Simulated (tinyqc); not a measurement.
Trap density from swing and capacitance.

Problem. In an MOS structure at one bias the subthreshold swing is S = Vt ln 10 (1 + (Cd + q Dit)/Cox) and 1/C_HF = 1/Cox + 1/Cd, Cox = 3.9 eps0/EOT. Find Cd and Dit.

Values chosen for this exercise: temperature T = 250 K; equivalent oxide thickness EOT = 4.8 nm.

Constants: q = 1.602176634e-19 C, kB = 1.380649e-23 J/K, Vt = kB T/q, eps0 = 8.8541878128e-14 F/cm where lengths are in cm. Results are converted to the units shown.

S = 89.141360 mV/decade
C_HF = 177.65253 nF/cm^2

Answer. C_HF gives Cd, and the swing gives Cd + q Dit.

Cd = 235.9 nF/cm^2
Dit = 2.106e12 cm^-2 eV^-1

Program tinyqc, `OMP_NUM_THREADS=1 python tinyqc.py 2030077 2030078 out.jsonl`; Intel Xeon 2.30GHz, shared host, one thread, about 0.01 s.
